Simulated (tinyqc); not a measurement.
# Short-channel transistor, virtual-source model with series resistance: what changes with what

The current per gate width is the charge at the top of the source barrier (the virtual source) times its velocity times a saturation function; al and be are fitting constants of the model. Units: I in uA/um, Rs in ohm um, so I Rs = 1e-6 I Rs in volts; Q in uC/cm^2, so I = 1e-4 Q vx0 Fsat with vx0 in cm/s.

Parameters, values chosen for the exercise:
```
symbol,value,unit,meaning
T,293,K,temperature
Cinv,3.18,uF/cm^2,inversion capacitance
vx0,3.62e7,cm/s,velocity at the virtual source
mu,150,cm^2/(V s),apparent mobility
L,25,nm,channel length
VT0,0.34,V,threshold at zero drain voltage
dl,0.028,V/V,drain-induced barrier lowering
n0,1.46,,subthreshold factor
nd,0.05,1/V,growth of n with drain voltage
al,3.5,,threshold shift (in units of Vt) from weak to strong inversion
be,1.8,,sharpness of saturation
Rs,200,ohm um,series resistance of each contact
```

Constants: q = 1.602176634e-19 C, kB = 1.380649e-23 J/K, Vt = kB T/q. Results are converted to the units shown.

Each table varies one quantity; the others keep the values above.

## Effect of the channel length on the on and off currents

Intrinsic voltages Vg' = Vgs - I Rs, Vd' = Vds - 2 I Rs. n = n0 + nd Vd', VT = VT0 - dl Vd', Ff = 1/(1 + exp((Vg' - VT + al Vt/2)/(al Vt))), Q = Cinv n Vt ln(1 + exp((Vg' - VT + al Vt Ff)/(n Vt))), Vdsat = (vx0 L/mu)(1 - Ff) + Vt Ff, Fsat = u/(1 + u^be)^(1/be) with u = Vd'/Vdsat, and I = Q vx0 Fsat per width. I is solved self-consistently. Ion is I at Vgs = Vds = 0.9 V, Ioff at Vgs = 0, Vds = 0.9 V, and Rlin = Vds/I at Vgs = 0.9 V, Vds = 0.05 V. mu, vx0, VT0, dl and n0 are held fixed.

Effect of the channel length on the on and off currents:
```
L (nm)  Ion (uA/um)  Ioff (nA/um)  log10(Ion/Ioff)  Rlin (ohm um)
10           1713.6        1010.1           3.2296         438.97
15           1615.0        1009.6           3.2040         458.35
24           1477.4        1008.6           3.1658         493.07
36           1340.0        1007.1           3.1241         539.13
55           1181.1        1004.0           3.0705         611.64
85           1007.1        998.02           3.0039         725.45
130          834.46        986.47           2.9273         895.24
200          665.63        963.52           2.8394         1158.2
```

What does the comparison show?

As L goes from 10 to 200 nm, Ion falls from 1710 to 666 uA/um, Ioff falls from 1010 to 964 nA/um and Rlin rises from 439 to 1160 ohm um. Ion changes by a factor of 0.388 and Ioff by 0.954. For L = 10 to 55 nm the off current passes 1 uA/um, so the device is hardly off at Vgs = 0. At L = 200 nm the channel is long for this model, whose fixed vx0 belongs to short devices.

## Transfer curves at low and high drain voltage

Same model as above.

Columns for Vds = 0.05 V and 0.9 V; gm = dI/dVgs at 0.9 V.

Result of one run:
```
Vgs (V)  I, low Vds (uA/um)  I, high Vds (uA/um)  gm (uS/um)
0.68                  89.36                 1079        2090
```

What becomes of these results when the gate voltage Vgs is changed from 0.68 to 0 V, all else the same?

Result of the changed run:
```
Vgs (V)  I, low Vds (uA/um)  I, high Vds (uA/um)  gm (uS/um)
0                    0.3176                1.008       25.21
```

The whole series:
```
Vgs (V)  I, low Vds (uA/um)  I, high Vds (uA/um)  gm (uS/um)
0                    0.3176                1.008       25.21
0.11                  3.330                13.44       286.7
0.23                  18.46                104.7        1322
0.34                  42.39                298.0        2099
0.45                  63.63                548.2        2383
0.56                  78.56                810.6        2348
0.68                  89.36                 1079        2090
0.79                  95.97                 1291        1756
0.9                   100.6                 1464        1406
```

At Vds = 0.9 V the current spans 3.2 decades, from 1.01 to 1460 uA/um. Between the first two rows the swing is 97.8 mV a decade, against n Vt ln 10 = 87.5. At Vgs = 0 the higher drain voltage raises the current by a factor of 3.18, at Vgs = 0.9 V by 14.6. The transconductance goes from 25.2 through a maximum of 2380 (at Vgs = 0.45 V among the rows listed) to 1410 uS/um; Cinv vx0, its value in strong inversion and saturation without series resistance, is 11500 uS/um.

## Effect of the apparent mobility on the on and off currents

Same model as above.

Result of one run:
```
mu (cm^2/(V s))  Ion (uA/um)  Ioff (nA/um)  log10(Ion/Ioff)  Rlin (ohm um)
85                      1265          1006            3.100          570.2
```

What becomes of these results when the apparent mobility mu is changed from 85 to 140 cm^2/(V s), all else the same?

Result of the changed run:
```
mu (cm^2/(V s))  Ion (uA/um)  Ioff (nA/um)  log10(Ion/Ioff)  Rlin (ohm um)
140                     1442          1008            3.155          503.8
```

The whole series:
```
mu (cm^2/(V s))  Ion (uA/um)  Ioff (nA/um)  log10(Ion/Ioff)  Rlin (ohm um)
50                      1058          1000            3.024          687.6
85                      1265          1006            3.100          570.2
140                     1442          1008            3.155          503.8
240                     1604          1010            3.201          460.8
410                     1733          1010            3.234          435.7
700                     1830          1010            3.258          420.9
1200                    1898          1011            3.274          412.2
2000                    1940          1011            3.283          407.3
```

As mu goes from 50 to 2000 cm^2/(V s), Ion rises from 1060 to 1940 uA/um, Ioff rises from 1000 to 1010 nA/um and Rlin falls from 688 to 407 ohm um. Ion changes by a factor of 1.83 and Ioff by 1.01. In every row the off current passes 1 uA/um, so the device is hardly off at Vgs = 0.

Program tinyqc, `OMP_NUM_THREADS=1 python tinyqc.py 2380136 2380137 out.jsonl`; Intel Xeon 2.30GHz, shared host, one thread, about 0.01 s.
